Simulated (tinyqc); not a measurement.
Two-junction solar cell, detailed-balance limit: two steps of the calculation.

The top cell takes all photons above E1, the bottom cell those between E2 and E1. Each cell follows J = Jsc - J0 (exp(V/Vt) - 1) with J0 = q ge Phi(gap, T)/ERE; light emitted by one cell and absorbed by the other is left out. In series both carry one current; wired apart (four terminals) each works at its own maximum power point. Efficiencies are counted against Pin = fs X sigma Ts^4.

Values chosen for this exercise: cell temperature T = 320 K; temperature of the black-body sun Ts = 4500 K; share of the hemisphere filled by the sun fs = 2.16e-5; concentration X = 100; external radiative efficiency ERE = 1; number of faces that emit ge = 1; gap of the bottom cell E2 = 0.83 eV; gap of the top cell E1 = 1.13 eV.

Constants: q = 1.602176634e-19 C, kB = 1.380649e-23 J/K, h = 6.62607015e-34 J s, c = 299792458 m/s, Vt = kB T/q. Results are converted to the units shown.

Problem 1. Photocurrents and dark currents. Photon flux above E from a black body at temperature T into a hemisphere: Phi(E, T) = A sum_k exp(-k E/th)[E^2 th/k + 2 E th^2/k^2 + 2 th^3/k^3], k = 1, 2, ..., with th = kB T/q in eV and A = 2 pi q^3/(h^3 c^2). J1 = q fs X Phi(E1, Ts), J2 = q fs X [Phi(E2, Ts) - Phi(E1, Ts)], J01 and J02 as above; sigma = 2 pi^5 kB^4/(15 h^3 c^2).

Find: J1; J2; J01; J02; Pin.

Solution 1.

J1 = 1802 mA/cm^2
J2 = 852.7 mA/cm^2
J01 = 9.349e-13 mA/cm^2
J02 = 2.724e-8 mA/cm^2
Pin = 5022 mW/cm^2

The bottom cell limits the series current; the other has 110 % more.

Problem 2. Maximum power, in series and apart. In series V(J) = Vt [ln((J1 - J)/J01 + 1) + ln((J2 - J)/J02 + 1)], and J V(J) is largest where V = J Vt [1/(J1 - J + J01) + 1/(J2 - J + J02)]. Apart, each cell has (1 + v) exp(v) = 1 + Jsc/J0 at its maximum power point, v = Vmp/Vt.

J1 = 1802.1107 mA/cm^2
J2 = 852.69765 mA/cm^2
J01 = 9.3489558e-13 mA/cm^2
J02 = 2.7239784e-8 mA/cm^2
Pin = 5022.4491 mW/cm^2

Give: series Jmp; series Vmp; series efficiency; top cell alone; bottom cell behind it.

Solution 2.

series Jmp = 837.2 mA/cm^2
series Vmp = 1.509 V
series efficiency = 25.16 %
top cell alone = 30.41 %
bottom cell behind it = 9.419 %

Wired apart the cells give 39.83 %; the series connection loses 15 points of that.

tinyqc, about 0.01 s, one thread, Intel Xeon 2.30GHz (shared host): `OMP_NUM_THREADS=1 python tinyqc.py 2820002 2820003 out.jsonl`
